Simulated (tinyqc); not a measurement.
Inside a calculation. Method: Hubbard chain of 3 sites. One step of it, computed by the program tinyqc.

Task: The many-body Hamiltonian. Basis: all placements (u, d, 2, 0 on each site), up operators ordered before down ones; hops carry the sign of the same-spin electrons passed.

one-body matrix (hopping and site energies) (eV), order 1, 2, 3:
$$\begin{pmatrix}
-0.280000 & -1.700000 & 0.000000 \\
-1.700000 & 0.760000 & -1.700000 \\
0.000000 & -1.700000 & 0.940000
\end{pmatrix}$$

U = 1.100000 eV

electrons, up and down: [2, 2]

Give: H.

Result:

H (eV):
```
        220     2ud     u2d     2du     202     ud2     d2u     du2
220   3.160  -1.700   0.000  -1.700   0.000   0.000   0.000   0.000
2ud  -1.700   2.240  -1.700   0.000  -1.700   0.000   0.000   0.000
u2d   0.000  -1.700   3.280   0.000   0.000  -1.700   0.000   0.000
2du  -1.700   0.000   0.000   2.240  -1.700   0.000  -1.700   0.000
202   0.000  -1.700   0.000  -1.700   3.520  -1.700   0.000  -1.700
ud2   0.000   0.000  -1.700   0.000  -1.700   3.460   0.000   0.000
d2u   0.000   0.000   0.000  -1.700   0.000   0.000   3.280  -1.700
du2   0.000   0.000   0.000   0.000  -1.700   0.000  -1.700   3.460
022   0.000   0.000   0.000   0.000   0.000  -1.700   0.000  -1.700

        022
220   0.000
2ud   0.000
u2d   0.000
2du   0.000
202   0.000
ud2  -1.700
d2u   0.000
du2  -1.700
022   5.600
```
